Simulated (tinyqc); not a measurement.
One-sided p+-n junction, ionisation integral and breakdown: two steps of the calculation.

A p+ layer at x < 0 and an n drift layer from x = 0. Depletion approximation, built-in voltage neglected. Local ionisation coefficients alpha_n = an exp(-(bn/E)^mx), alpha_p = ap exp(-(bp/E)^mx). Electrons move towards +x, holes towards x = 0.

Inputs (values chosen for the exercise); material values close to those of 4H silicon carbide:
- eps_r = 9.78 (relative permittivity)
- an = 1.88e8 1/cm (prefactor of the electron ionisation coefficient)
- bn = 3.14e7 V/cm (field constant for electrons)
- ap = 3.33e8 1/cm (prefactor of the hole ionisation coefficient)
- bp = 2.51e7 V/cm (field constant for holes)
- mx = 1 (exponent)
- N = 9.9e16 cm^-3 (donor density of the drift layer)
- V = 272 V (reverse voltage)
- fr = 0.5 (share of the depleted width that the grid covers)

Constants: q = 1.602176634e-19 C, eps0 = 8.8541878128e-14 F/cm where lengths are in cm. Results are converted to the units shown.

Question 1. Field and ionisation coefficients on a grid. W = sqrt(2 eps0 eps_r V/(q N)), peak field E0 = q N W/(eps0 eps_r), falling linearly to 0 at W. Grid: 14 equal steps from 0 to fr W.

Find: W; x; E; alpha_n; alpha_p.

Answer 1.

W = 1.7233 um

```
point   x (um)  E (kV/cm)  alpha_n (1/cm)  alpha_p (1/cm)
0      0.00000     3156.7          8997.9        1.1727e5
1      0.06155     3043.9          6225.0           87354
2      0.12310     2931.2          4186.3           63613
3      0.18464     2818.5          2727.3           45164
4      0.24619     2705.7          1714.5           31163
5      0.30774     2593.0          1035.2           20820
6      0.36929     2480.2          596.97           13409
7      0.43083     2367.5          326.69          8281.2
8      0.49238     2254.8          168.32          4873.9
9      0.55393     2142.0          80.875          2712.9
10     0.61548     2029.3          35.820          1414.8
11     0.67703     1916.5          14.416          683.47
12     0.73857     1803.8          5.1776          301.46
13     0.80012     1691.1          1.6223          119.22
14     0.86167     1578.3         0.43065          41.297
```

Question 2. Ionisation integrals by the trapezoid rule. G(x) = integral from 0 to x of (alpha_n - alpha_p); I_n = integral of alpha_n exp(-G) (electrons injected at x = 0), I_p = integral of alpha_p exp(G(end) - G) (holes injected at the far edge); M = 1/(1 - I). All integrals by the trapezoid rule on the grid.

```
point      x (um)  alpha_n (1/cm)  alpha_p (1/cm)
0      0.00000000       8997.8828     1.1726862e5
1      0.06154778       6225.0047       87354.085
2      0.12309557       4186.3091       63613.055
3      0.18464335       2727.3334       45163.785
4      0.24619113       1714.4997       31162.916
5      0.30773892       1035.1567       20819.611
6      0.36928670       596.97169       13408.586
7      0.43083448       326.68899       8281.2206
8      0.49238227       168.31907       4873.9028
9      0.55393005       80.875364       2712.8510
10     0.61547783       35.820414       1414.8249
11     0.67702562       14.415672       683.46757
12     0.73857340       5.1775845       301.46369
13     0.80012118       1.6222775       119.22145
14     0.86166897      0.43064838       41.297087
```

Find: G; alpha_n exp(-G); I_n; I_p; M_n; M_p.

Answer 2.

```
point        G  alpha_n exp(-G) (1e4 1/cm)
0       0.0000                      0.8998
1      -0.5829                      1.1150
2      -1.0154                      1.1556
3      -1.3289                      1.0301
4      -1.5501                      0.8079
5      -1.7016                      0.5675
6      -1.8019                      0.3618
7      -1.8658                      0.2111
8      -1.9048                      0.1131
9      -1.9274                      0.0556
10     -1.9397                      0.0249
11     -1.9460                      0.0101
12     -1.9490                      0.0036
13     -1.9502                      0.0011
14     -1.9507                      0.0003
```

I_n = 0.36359
I_p = 0.89790
M_n = 1.5713
M_p = 9.7945

Numbers from tinyqc (`OMP_NUM_THREADS=1 python tinyqc.py 2120137 2120138 out.jsonl`; about 0.05 s on one thread of a shared Intel Xeon 2.30GHz).
